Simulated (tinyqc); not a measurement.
# Carrier lifetime of a p-type layer with SRH, radiative, Auger and surface recombination: effect of the acceptor density at dn = 3e17 cm^-3

Uniform excess density dn = dp (no trapping), n = n0 + dn, p = p0 + dn, Boltzmann statistics, full ionisation. Surfaces enter as a rate 2 S dn/d, which holds while diffusion to them is fast.

ni = sqrt(Nc Nv) exp(-Eg/(2 Vt)), Eg in volts; majority density N/2 + sqrt(N^2/4 + ni^2), n0 p0 = ni^2; n1 = Nc exp(-Et/Vt), p1 = Nv exp((Et - Eg)/Vt); tn0 = 1/(sn vth Nt), tp0 = 1/(sp vth Nt). With e = n p - ni^2 = dn (n0 + p0 + dn): U_SRH = e/(tp0 (n + n1) + tn0 (p + p1)), U_rad = B e, U_Aug = (Cn n + Cp p) e, U_s = 2 S dn/d. Each tau is dn over its rate; tau = dn/U with U the sum. Here dn = 3e17 cm^-3.

Values chosen for this exercise; band and dielectric values those of a made-up semiconductor: temperature T = 350 K; band gap Eg = 1.22 eV; conduction-band density of states at T Nc = 3.2e19 cm^-3; valence-band density of states at T Nv = 3.59e19 cm^-3; radiative coefficient B = 3.57e-15 cm^3/s; Auger coefficient (two electrons) Cn = 1.5e-31 cm^6/s; Auger coefficient (two holes) Cp = 1.4e-31 cm^6/s; trap density Nt = 2.1e13 cm^-3; capture cross-section for electrons sn = 1e-15 cm^2; capture cross-section for holes sp = 1e-17 cm^2; thermal velocity (both carriers) vth = 1.8e7 cm/s; trap level below the conduction band Et = 0.73 eV; surface recombination velocity (both faces) S = 0 cm/s; sample thickness d = 30 um.

Constants: q = 1.602176634e-19 C, kB = 1.380649e-23 J/K, Vt = kB T/q. Results are converted to the units shown.

Effect of the acceptor density at dn = 3e17 cm^-3:
```
N (cm^-3),tau_SRH (s),tau_rad (s),tau_Aug (s),tau (s),radiative share (%),largest path
1e14,2.6711e-4,9.3340e-4,3.8295e-5,3.2333e-5,3.4640,Auger
5e14,2.6676e-4,9.3215e-4,3.8220e-5,3.2273e-5,3.4622,Auger
2e15,2.6544e-4,9.2752e-4,3.7938e-5,3.2047e-5,3.4551,Auger
1e16,2.5866e-4,9.0359e-4,3.6491e-5,3.0886e-5,3.4182,Auger
5e16,2.2940e-4,8.0032e-4,3.0395e-5,2.5968e-5,3.2447,Auger
2e17,1.6138e-4,5.6022e-4,1.7391e-5,1.5271e-5,2.7260,Auger
1e18,6.3696e-5,2.1547e-4,3.3887e-6,3.1702e-6,1.4713,Auger
5e18,1.7620e-5,5.2851e-5,2.3974e-7,2.3547e-7,0.44554,Auger
```

Auger recombination leads at N = 1e14 and in all other rows. tau_SRH falls from 2.67e-4 to 1.76e-5 s and the total lifetime falls from 3.23e-5 to 2.35e-7 s. Between the last two rows tau_rad goes as N^(-0.87) and tau_Aug as N^(-1.65).

tinyqc, about 0.01 s, one thread, Intel Xeon 2.30GHz (shared host): `OMP_NUM_THREADS=1 python tinyqc.py 2300118 2300119 out.jsonl`
